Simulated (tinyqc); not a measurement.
# Inputs raised by 10 %, one at a time

Model: interdiffusion of a quantum well during annealing: blurred potential and shift of the confined levels. Computed by tinyqc, a small Python program. Command: `OMP_NUM_THREADS=1 python tinyqc.py 3029837 3029838 out.jsonl qwi sens`. One thread of a shared host (Intel(R) Xeon(R) Processor @ 2.30GHz), about 0.08 s of CPU time with the checks.

A square well of width w is blurred by Fick diffusion with a constant coefficient; band offsets are linear in composition, masses are uniform, and strain and excitons are ignored.

Inputs (values chosen for the exercise, modelled on InGaAs in GaAs):

| quantity | value | unit |
|---|---|---|
| well width w | 6.7 | nm |
| electron mass m_e | 0.0579 | m_0 |
| hole mass m_h | 0.346 | m_0 |
| conduction offset V_c | 0.12 | eV |
| valence offset V_v | 0.073 | eV |
| prefactor D0 | 4 | cm^2/s |
| activation energy E | 3.5 | eV |
| anneal temperature T | 760 | C |
| anneal time t | 580 | s |

Constants: k_B = 8.617333262e-05 eV/K; hbar^2/(2 m_0) = 3.80998212 eV angstrom^2.

Method:
- D = D0 exp(-E/(k_B T)); L = sqrt(D t); share of well material at the centre erf(w/(4L)); 1 nm = 1e-7 cm.
- Temperatures in kelvin are T(C) + 273.15.
- Square well, ground state: take the lowest root of k tan(k w/2) = kappa, k^2 = E/c, kappa^2 = (V - E)/c, c = hbar^2/(2m) with hbar^2/(2 m_0) in eV angstrom^2.
- With L = sqrt(D t) and the share at the centre erf(w/(4L)). After the anneal: V(z) = V {1 - (1/2)[erf((w/2 - z)/(2L)) + erf((w/2 + z)/(2L))]}, energies counted from the original well bottom. Finite differences on 3000 points over |z| < w/2 + 6L + 25 nm; shifts are taken against the same grid with cell-averaged square steps.
- Rise of the bottom = V (1 - share at the centre). Overlap = |<electron|hole>|^2.

Runs:

| input moved | from | to | shift of the electron level (meV) | shift of the hole level (meV) | electron level before the anneal (meV) | share at the centre |
|---|---|---|---|---|---|---|
| base run | - | - | 12.723 | 11.034 | 46.961 | 0.90936 |
| well width w (nm) | 6.7 | 7.37 | 11.947 | 9.576 | 42.342 | 0.93729 |
| electron mass m_e (m_0) | 0.0579 | 0.06369 | 13.284 | 11.034 | 44.625 | 0.90936 |
| hole mass m_h (m_0) | 0.346 | 0.3806 | 12.723 | 11.147 | 46.961 | 0.90936 |
| valence offset V_v (eV) | 0.073 | 0.0803 | 12.723 | 12.261 | 46.961 | 0.90936 |
| prefactor D0 (cm^2/s) | 4 | 4.4 | 13.648 | 11.903 | 46.961 | 0.89332 |
| anneal time t (s) | 580 | 638 | 13.648 | 11.903 | 46.961 | 0.89332 |

Exponents ln(y'/y) / ln(x'/x):

| input | shift of the electron level | shift of the hole level | electron level before the anneal | share at the centre |
|---|---|---|---|---|
| well width w | -0.660 | -1.487 | -1.086 | 0.317 |
| electron mass m_e | 0.453 | 0.000 | -0.535 | 0.000 |
| hole mass m_h | 0.000 | 0.107 | 0.000 | 0.000 |
| valence offset V_v | 0.000 | 1.106 | 0.000 | 0.000 |
| prefactor D0 | 0.736 | 0.795 | 0.000 | -0.187 |
| anneal time t | 0.736 | 0.795 | 0.000 | -0.187 |

Among the inputs moved here: shift of the electron level answers most in size to anneal time t (exponent +0.736), and about equally to prefactor D0 (+0.736); its exponent is below 0.0005 for hole mass m_h, valence offset V_v. Shift of the hole level answers most in size to well width w (exponent -1.487), next to valence offset V_v (+1.106); its exponent is below 0.0005 for electron mass m_e. Its exponent 0.000 in electron mass m_e: the two bands are independent here. Electron level before the anneal answers most in size to well width w (exponent -1.086), next to electron mass m_e (-0.535); its exponent is below 0.0005 for hole mass m_h, valence offset V_v, prefactor D0, anneal time t. Share at the centre answers most in size to well width w (exponent +0.317), next to prefactor D0 (-0.187); its exponent is below 0.0005 for electron mass m_e, hole mass m_h, valence offset V_v.

Caution (all rows): the well mass is used in the barriers too; a heavier barrier mass would lower these levels.
